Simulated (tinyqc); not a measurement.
## Permittivity and interface capacitance from two thicknesses

Inverse problem. 1/C = t/(eps0 ek) + 2/ci for planar capacitors that differ only in thickness. Find ek, ci and the EOT of the interfaces, 2 x 3.9 eps0/ci.

Constants: eps0 = 8.8541878128e-14 F/cm where lengths are in cm. Results are converted to the units shown.

C at t = 7.8 and 23 nm (uF/cm^2): [16.996750, 5.8965834]

Solution. 1/C is a straight line in t: the slope gives ek and the intercept 2/ci. A single thickness would give only the effective permittivity; when the interfaces are a small part of 1/C, ci needs very accurate data.

ek = 155.0
ci = 1000 uF/cm^2
EOT of the interfaces = 0.006906 nm

tinyqc, about 0.01 s, one thread, Intel Xeon 2.30GHz (shared host): `OMP_NUM_THREADS=1 python tinyqc.py 2102196 2102197 out.jsonl`
